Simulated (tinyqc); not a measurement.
Sublattice potential against complex hopping: Haldane model. Computed by the program tinyqc. H_AA = delta - 2 t2 sum cos(k.b + phi), H_BB = -delta - 2 t2 sum cos(k.b - phi), H_AB = -t1 (1 + exp(-i k.a1) + exp(-i k.a2)), b = a1, a2 - a1, -a2, m = 3 sqrt3 t2 sin(phi); the sign of the Chern number follows the orientation k1 then k2.

Honeycomb lattice:

| parameter | value |
|---|---|
| t1 (eV) | 1.150000 |
| t2 (eV) | 0.150000 |
| phi (rad) | 2.480000 |

Gaps at the two valleys (eV) and Chern number of the lower band (12 x 12 mesh):

| delta | gap 2\|delta - m\| | gap 2\|delta + m\| | Chern number |
|---|---|---|---|
| -0.8620 | 2.6817 | 0.7663 | 0 |
| -0.6220 | 2.2017 | 0.2863 | 0 |
| -0.2870 | 1.5317 | 0.3837 | -1 |
| 0.0000 | 0.9577 | 0.9577 | -1 |
| 0.1920 | 0.5737 | 1.3417 | -1 |
| 0.3590 | 0.2397 | 1.6757 | -1 |
| 0.5990 | 0.2403 | 2.1557 | 0 |
| 0.9580 | 0.9583 | 2.8737 | 0 |

What does the comparison show, and why?

Here |m| = 0.4789 eV. For |delta| < |m| the two valleys have masses of opposite sign and the Chern number is +/-1; one gap closes at |delta| = |m|, and beyond it the band is trivial.
